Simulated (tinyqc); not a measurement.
Efficiency against current: defect, radiative and Auger recombination at equal electron and hole densities (ABC model).

J/(e d) = Ae n + B n^2 + C n^3 with Ae = A + 4 S/w (four side walls, carriers spread evenly), e = 1.602176634e-19 C, lengths in cm; internal efficiency IQE = B n^2/(Ae n + B n^2 + C n^3); all injected carriers recombine in the layer.

Values chosen for the exercise (orders of magnitude like those quoted for GaN; not measured data):
- A = 48000000 1/s (defect rate)
- B = 1.8e-12 cm^3/s (radiative coefficient)
- C = 1.5e-31 cm^6/s (Auger coefficient)
- S = 0 cm/s (recombination velocity of the side walls)
- w = 2.1 micrometre (side of the square mesa)
- d = 5.2 nm (active thickness)

The slope is d ln(B n^2)/d ln J = 2 (Ae + B n + C n^2)/(Ae + 2 B n + 3 C n^2).

Results:
```
J (A/cm^2)  n (1/cm^3)      IQE  slope  differential lifetime (ns)
0.20          4.99e+16  0.00187  1.996                        20.8
0.80          1.99e+17  0.00739  1.985                        20.5
3.0           7.29e+17   0.0266  1.942                        19.7
10            2.27e+18   0.0773  1.807                        17.1
2.0e+02       1.83e+19    0.251  0.992                        3.78
8.0e+02       3.40e+19    0.217  0.818                        1.45
3.0e+03       5.68e+19    0.161  0.744                       0.587
1.0e+04       8.79e+19    0.116  0.711                       0.260
5.0e+04       1.54e+20   0.0713  0.689                      0.0885
```

Give the missing row, J (A/cm^2) = 50.

Computed row:
```
J (A/cm^2)  n (1/cm^3)    IQE  slope  differential lifetime (ns)
50            8.23e+18  0.203  1.350                        9.25
```

IQE peaks at 0.251 for J = 191 A/cm^2, where the slope passes 1. It is 0.00187 at the lowest current and 0.0713 at the highest, a droop of 72 %. The slope runs from 2.00 to 0.69; its limits are 2 (defects alone), 1 (radiation alone) and 2/3 (Auger alone).

tinyqc: `OMP_NUM_THREADS=1 python tinyqc.py 1652423 1652424 out.jsonl`; about 0.01 s, one thread, shared Intel(R) Xeon(R) Processor @ 2.30GHz.
